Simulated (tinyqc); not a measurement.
Inside a calculation. Model: hydrogen passivation of interface dangling bonds: competing passivation and dissociation with distributed barriers. Computed by tinyqc, a small Python program that keeps every step. Command: `OMP_NUM_THREADS=1 python tinyqc.py 3012710 3012711 out.jsonl passiv walk`. One thread of a shared host (Intel(R) Xeon(R) Processor @ 2.30GHz), about 0.01 s of CPU time with the checks. Intermediate numbers are printed to about 6 digits and carried at full precision; extremes and crossings named in words are read from the listed rows.

P_b + H2 gives P_bH + H at the rate k_f [H2]; P_bH gives P_b + H at the rate k_d. All defects start unpassivated. E_f and E_d are Gaussian and independent.

Inputs (values chosen for the exercise, close to those used for P_b centres at the silicon-oxide interface):
```
quantity                                      value          unit
defect density N0                           3.1e+12        1/cm^2
passivation prefactor k_f0                    6e-08        cm^3/s
mean passivation barrier E_f                   1.65            eV
spread sigma_f                                 0.11            eV
dissociation prefactor k_d0                 5.8e+12           1/s
mean dissociation barrier E_d                  2.81            eV
spread sigma_d                                0.058            eV
H2 in the oxide per atm, solubility factor  6.2e+17  1/(cm^3 atm)
hydrogen pressure p                            0.05           atm
anneal temperature T                            650             C
anneal time t                                   840             s
oxide thickness                                 5.3            nm
```

Constants: k_B = 8.617333262e-05 eV/K; e = 1.602176634e-19 C; eps_0 = 8.8541878128e-12 F/m.

## Single barriers

[H2] = solubility factor x p; a = k_f0 [H2] exp(-E_f/(k_B T)), d = k_d0 exp(-E_d/(k_B T)). For one pair of barriers the active share is y = [d + a exp(-(a + d) t)]/(a + d). Temperatures in kelvin are T(C) + 273.15.

passivation rate a = 1.82651 1/s

dissociation rate d = 0.00264678 1/s

a t = 1534.27

steady active share d/(a + d) = 0.00144699

active share, single barriers = 0.00144699

Passivation has run its course, and the balance with dissociation sets the remainder.

## Distributed barriers

Average y over both Gaussians with 40 x 40 Gauss-Hermite points. Active density N0 y; threshold shift if each active defect holds one charge, e N0 y t_ox/(3.9 eps_0).

active share y = 0.00470518

active density = 1.45861e+10 1/cm^2

threshold shift = 3.58683 mV

The spread changes the remainder by a factor 3.25: sigma_f/(k_B T) = 1.38 and sigma_d/(k_B T) = 0.73.

## Best anneal temperature for this time and pressure

Minimise the averaged y over T between 150 and 900 C: find where ln y is equal at T - 0.05 and T + 0.05 C; T is rounded to 0.1 C.

best temperature = 573.4 C

least active share = 0.00193804

Caution: atomic hydrogen, which both passivates and depassivates, and further passivation during cooling are left out.

## Isochronal anneals

The formulas are those given above.

Active share after the time t:
```
T (C)      a (1/s)      d (1/s)  single barriers  distributed
200    4.94840e-09  6.80125e-18      9.99996e-01  9.99848e-01
250    2.36700e-07  4.93429e-15      9.99801e-01  9.96687e-01
300    5.76582e-06  1.13437e-12      9.95168e-01  9.64334e-01
350    8.41393e-05  1.08972e-10      9.31763e-01  8.09327e-01
400    8.24514e-04  5.31322e-09      5.00279e-01  4.74291e-01
450    5.89292e-03  1.51346e-07      7.10766e-03  1.55883e-01
500    3.26579e-02  2.79540e-06      8.55890e-05  2.51113e-02
600    5.56923e-01  3.50145e-04      6.28319e-04  2.42394e-03
700    5.30205e+00  1.62524e-02      3.05593e-03  8.64551e-03
800    3.31669e+01  3.68954e-01      1.10018e-02  2.44403e-02
```

The distributed share is least at 600 C among these rows, 0.0024, and the search puts the optimum at 573.4 C. On the cold side defects with high E_f survive; on the hot side dissociation, with the larger barrier, gains on passivation with an energy E_d - E_f = 1.16 eV. In that row single barriers give 6.3e-4, so the spread raises the floor.

Checks made by the program: Gauss-Hermite average against a fine uniform grid (relative difference 1e-08).
